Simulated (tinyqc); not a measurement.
Worked calculation: plane-wave Kohn-Sham cycle with exchange-only LDA in a layered model solid. Computed by tinyqc, a small Python program that keeps every step. Settings: points = 16, plane-wave index or count = 2, electrons = 4, k points = 1, area = 9.0, mixing = 0.5, iteration cap = 79, Kerker q0 = 1.08. Command: `OMP_NUM_THREADS=1 python tinyqc.py 31099 31100 out.jsonl` (the two numbers bound the seeds that draw the settings). One thread of a shared host (Intel(R) Xeon(R) Processor @ 2.60GHz), about 0.01 s of CPU time with the checks. Later iterations appear only in the table of the cycle.

## Iteration 1: potential

A solid whose potential varies along x alone (atomic units):
```
parameter,value
period a,17.200000
cross-section of the cell,9.000000
electrons per cell,4
grid points,16
"plane waves -n..n, n",2
k points,1
V1 in V1 cos(2 pi x/a),-0.530000
V2 in V2 cos(4 pi x/a),0.190000
```

density at the start, on the grid x_j = j a/N (e/bohr^3): 0.02583979  0.02583979  0.02583979  0.02583979  0.02583979  0.02583979  0.02583979  0.02583979  0.02583979  0.02583979  0.02583979  0.02583979  0.02583979  0.02583979  0.02583979  0.02583979

V_H(G) = 4 pi rho(G)/G^2 for G != 0 (uniform background); v_x = -(3 rho/pi)^(1/3); V = V_ext + V_H + v_x; Fourier components f(G_m) = (1/N) sum_j f(x_j) exp(-i G_m x_j).

Potentials on the grid (hartree):
```
x,V_ext,V_H,v_x,V
0.000000,-0.340000,0.000000,-0.291130,-0.631130
1.075000,-0.355306,0.000000,-0.291130,-0.646436
2.150000,-0.374767,0.000000,-0.291130,-0.665896
3.225000,-0.337173,0.000000,-0.291130,-0.628302
4.300000,-0.190000,0.000000,-0.291130,-0.481130
5.375000,0.068472,0.000000,-0.291130,-0.222658
6.450000,0.374767,0.000000,-0.291130,0.083637
7.525000,0.624006,0.000000,-0.291130,0.332877
8.600000,0.720000,0.000000,-0.291130,0.428870
9.675000,0.624006,0.000000,-0.291130,0.332877
10.750000,0.374767,0.000000,-0.291130,0.083637
11.825000,0.068472,0.000000,-0.291130,-0.222658
12.900000,-0.190000,0.000000,-0.291130,-0.481130
13.975000,-0.337173,0.000000,-0.291130,-0.628302
15.050000,-0.374767,0.000000,-0.291130,-0.665896
16.125000,-0.355306,0.000000,-0.291130,-0.646436
```

V(G_m), m = 0, 1, 2, ... (hartree): -0.291130  -0.265000  0.095000  0.000000  0.000000

## Iteration 1: Hamiltonian at one k

k = 0.000000 2 pi / a

H(m,m') = (k + G_m)^2/2 delta + V(G_m - G_m'), with V(-G) = V(G).

H (hartree), lower triangle:
```
,-2,-1,+0,+1,+2
-2,-0.024240
-1,-0.265000,-0.224407
+0,0.095000,-0.265000,-0.291130
+1,0.000000,0.095000,-0.265000,-0.224407
+2,0.000000,0.000000,0.095000,-0.265000,-0.024240
```

## Iteration 1: levels at that k

Diagonalise the Hermitian matrix.

eigenvalues (hartree): -0.601839  -0.475148  -0.225603  0.131501  0.382666

## Iteration 1: new density

Motion across x is left out: the lowest 2 band(s) hold two electrons at each of the k points (j + 1/2)/nk - 1/2. Residual R = rho(out) - rho(in); rho(new) = rho(in) + 0.5 R, with R(G) scaled by G^2/(G^2 + 1.08^2) (Kerker). rho(out) = 2/(a A nk) sum |psi|^2 with psi = sum c exp(i G x). Harris energy E = band energy - dV sum rho (V_H/2 + v_x) + (3/4) dV sum rho v_x with rho(in), dV = a A/N, band energy = (2/nk) sum of the filled levels.

rho(out) (e/bohr^3): 0.04461350  0.05104026  0.05751549  0.04651709  0.02318088  0.00578024  0.00035555  0.00002159  0.00000102  0.00002159  0.00035555  0.00578024  0.02318088  0.04651709  0.05751549  0.05104026

density after iteration 1 (e/bohr^3): 0.02408298  0.02639957  0.02960344  0.02862658  0.02490735  0.02314998  0.02407818  0.02518305  0.02545744  0.02518305  0.02407818  0.02314998  0.02490735  0.02862658  0.02960344  0.02639957

energy per cell = -1.86284554 hartree

## Iteration 2: potential

As before.

Potentials on the grid (hartree):
```
x,V_ext,V_H,v_x,V
0.000000,-0.340000,0.120058,-0.284377,-0.504319
1.075000,-0.355306,0.129720,-0.293217,-0.518803
2.150000,-0.374767,0.130083,-0.304629,-0.549312
3.225000,-0.337173,0.081361,-0.301241,-0.557052
4.300000,-0.190000,-0.004277,-0.287585,-0.481862
5.375000,0.068472,-0.079078,-0.280656,-0.291262
6.450000,0.374767,-0.118300,-0.284358,-0.027891
7.525000,0.624006,-0.132002,-0.288642,0.203362
8.600000,0.720000,-0.135069,-0.289687,0.295244
9.675000,0.624006,-0.132002,-0.288642,0.203362
10.750000,0.374767,-0.118300,-0.284358,-0.027891
11.825000,0.068472,-0.079078,-0.280656,-0.291262
12.900000,-0.190000,-0.004277,-0.287585,-0.481862
13.975000,-0.337173,0.081361,-0.301241,-0.557052
15.050000,-0.374767,0.130083,-0.304629,-0.549312
16.125000,-0.355306,0.129720,-0.293217,-0.518803
```

V(G_m), m = 0, 1, 2, ... (hartree): -0.290920  -0.192174  0.094265  -0.007735  -0.001150

## Iteration 2: Hamiltonian at one k

k = 0.000000 2 pi / a

As before.

H (hartree), lower triangle:
```
,-2,-1,+0,+1,+2
-2,-0.024030
-1,-0.192174,-0.224197
+0,0.094265,-0.192174,-0.290920
+1,-0.007735,0.094265,-0.192174,-0.224197
+2,-0.001150,-0.007735,0.094265,-0.192174,-0.024030
```

## Iteration 2: levels at that k

As before.

eigenvalues (hartree): -0.494316  -0.407018  -0.220634  0.065675  0.268919

## Iteration 2: new density

As before.

rho(out) (e/bohr^3): 0.03748389  0.04499591  0.05497865  0.04878452  0.02812513  0.00952793  0.00151055  0.00005081  0.00000580  0.00005081  0.00151055  0.00952793  0.02812513  0.04878452  0.05497865  0.04499591

density after iteration 2 (e/bohr^3): 0.02243649  0.02644854  0.03232323  0.03135935  0.02517891  0.02144319  0.02226623  0.02410808  0.02474512  0.02410808  0.02226623  0.02144319  0.02517891  0.03135935  0.03232323  0.02644854

energy per cell = -1.52292589 hartree

## Convergence

Stop when sqrt(dV sum R^2) is below 1e-8, dV = a A/N.

Course of the cycle:
```
iteration,E (hartree),norm of the residual
1,-1.86284554,2.89e-01
2,-1.52292589,2.47e-01
3,-1.28084998,2.02e-01
4,-1.12678914,1.64e-01
5,-1.03358144,1.31e-01
6,-0.97964671,1.02e-01
7,-0.95112955,7.54e-02
8,-0.93749138,5.35e-02
9,-0.93137696,3.69e-02
10,-0.93587003,2.08e-01
11,-0.96706964,1.03e-01
...,...,...
69,-0.93164157,3.72e-02
70,-0.92964687,2.05e-01
71,-0.96913559,1.06e-01
72,-0.94141496,6.27e-02
73,-0.93164157,3.72e-02
74,-0.92964687,2.05e-01
75,-0.96913559,1.06e-01
76,-0.94141496,6.27e-02
77,-0.93164157,3.72e-02
78,-0.92964687,2.05e-01
79,-0.96913559,1.06e-01
```

Not converged within 79 iterations: the residual wanders without falling. Reruns (cap 100 unless said): mixing 0.1: not converged; mixing 0.5, Kerker q0 1.0: not converged; mixing 0.3, Pulay depth 5: not converged; the original settings with a cap of 400: not converged.
